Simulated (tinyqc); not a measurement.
Telling the models apart: thermal, flicker and telegraph noise of a field-effect transistor. Computed by tinyqc, a small Python program. Command: `OMP_NUM_THREADS=1 python tinyqc.py 3029542 3029543 out.jsonl noise walk`. One thread of a shared host (Intel(R) Xeon(R) Processor @ 2.30GHz), about 0.01 s of CPU time with the checks.

Strong inversion, threshold roll-off and channel-length modulation left out; noise sources are uncorrelated and are given as one-sided spectral densities.

Inputs (values chosen for the exercise, modelled on a high-k silicon transistor):
```
quantity                        value         unit
width W                           0.6   micrometre
length L                           24           nm
electrical oxide thickness t      1.7           nm
mobility mu                       220   cm^2/(V s)
saturation velocity v_s             1     1e7 cm/s
oxide trap density N_t        5.7e+15  1/(eV cm^3)
oxide barrier phi                 2.5           eV
oxide mass m_ox                  0.43          m_0
Hooge parameter alpha_H       2.3e-05            -
frequency f                      2000           Hz
temperature T                     300            K
```

Operating region: saturation. Flicker model: Hooge.

Constants: eps_0 = 8.8541878128e-12 F/m; hbar = 1.054571817e-34 J s; m_0 = 9.1093837015e-31 kg; e = 1.602176634e-19 C; k_B = 8.617333262e-05 eV/K.

Method. C_ox = 3.9 eps_0/t; V_c = 2 v_s L/mu; I = W C_ox v_s V_ov^2/(V_ov + V_c); g_m = W C_ox v_s V_ov (V_ov + 2 V_c)/(V_ov + V_c)^2; g_d0 = mu C_ox (W/L) V_ov. Tunnelling length lambda = hbar/(2 sqrt(2 m_ox phi)); flat-band noise S_Vfb = e^2 k_B T lambda N_t/(W L C_ox^2 f). Hooge: S_I = I^2 alpha_H/(f N), N = W L C_ox V_ov/e (the source-end density).

Against the overdrive:
```
V_ov (V)  I (microampere)  (g_m/I)^2 (1/V^2)  S_I/I^2 (1/Hz)  S_I/g_m^2 (V^2/Hz)
0.20                116.6             57.892      3.1496e-11          5.4404e-13
0.25                162.7             34.387      2.5197e-11          7.3273e-13
0.32                231.9             19.289      1.9685e-11          1.0205e-12
0.40                315.4             11.440      1.5748e-11          1.3765e-12
0.50                424.2              6.800      1.2598e-11          1.8528e-12
0.63                570.3              3.982      9.9986e-12          2.5107e-12
0.80                766.1              2.304      7.8739e-12          3.4177e-12
1.00               1000.5              1.390      6.2991e-12          4.5308e-12
```

What follows from these numbers?

S_I/I^2 falls as V_ov^-1.00 at first and V_ov^-1.00 at the end; (g_m/I)^2 as V_ov^-2.33 and V_ov^-2.26. S_I/I^2 follows 1/N, so the input-referred noise rises by a factor 8.33, roughly as V_ov.
